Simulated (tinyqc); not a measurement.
Phonon polaritons: single-oscillator infrared dielectric function of a polar cubic crystal. Computed by tinyqc, a small Python program. Command: `OMP_NUM_THREADS=1 python tinyqc.py 3028152 3028153 out.jsonl infrared walk`. One thread of a shared host (Intel(R) Xeon(R) Processor @ 2.30GHz), about 0.01 s of CPU time with the checks.

One ion pair, charges +Z* and -Z*, in a cell of volume Omega = a^3/4. Frequencies omega are given as wavenumbers (1/cm); eps_s is the static dielectric constant.

Inputs (values chosen for the exercise, modelled on aluminium arsenide):
```
quantity            value      unit
lattice constant a  5.661  angstrom
mass M_A            26.98         u
mass M_B            74.92         u
omega_TO              363      1/cm
Born charge Z*       2.16         e
eps_inf              8.35         -
```

Structure: zinc blende. Free carriers: absent.

Constants: nu for 1 eV/(angstrom^2 u) = 15.6333042 THz; 1 THz = 33.35640952 1/cm; e^2/(4 pi eps_0) = 14.39964548 eV angstrom.

Method. mu = M_A M_B/(M_A + M_B); ionic plasma term W^2 = 4 pi Z*^2 (e^2/(4 pi eps_0))/(Omega mu) in eV/(angstrom^2 u), turned into 1/cm by W = 15.6333042 x 33.35640952 x sqrt(W^2); omega_LO^2 = omega_TO^2 + W^2/eps_inf; eps_s = eps_inf + W^2/omega_TO^2; Szigeti charge 3 Z*/(eps_inf + 2); longitudinal (Callen) charge Z*/eps_inf. Transverse waves without damping obey Q^2 = omega^2 eps(omega), Q = wave vector/(2 pi) in 1/cm: eps_inf omega^4 - (eps_inf omega_LO^2 + Q^2) omega^2 + Q^2 omega_TO^2 = 0.

eps_s = 10.2866

omega_LO = 402.901 1/cm

Branches (1/cm):
```
Q      lower branch  upper branch  Q/sqrt(eps_s)  Q/sqrt(eps_inf)
120           37.38         403.3           37.4             41.5
350          108.14         406.6          109.1            121.1
700          208.76         421.2          218.3            242.2
1200         307.60         490.1          374.2            415.3
1700         341.03         626.2          530.0            588.3
2900         356.86        1020.9          904.2           1003.6
5800         361.59        2015.0         1808.4           2007.2
12000        362.68        4156.5         3741.5           4152.8
```

What follows from these numbers?

The lower branch starts as light slowed by sqrt(eps_s) (0.999 of that line) and ends at 0.999 omega_TO; the upper starts at 1.001 omega_LO and ends at 1.001 of the light line with eps_inf. No branch lies between omega_TO and omega_LO.
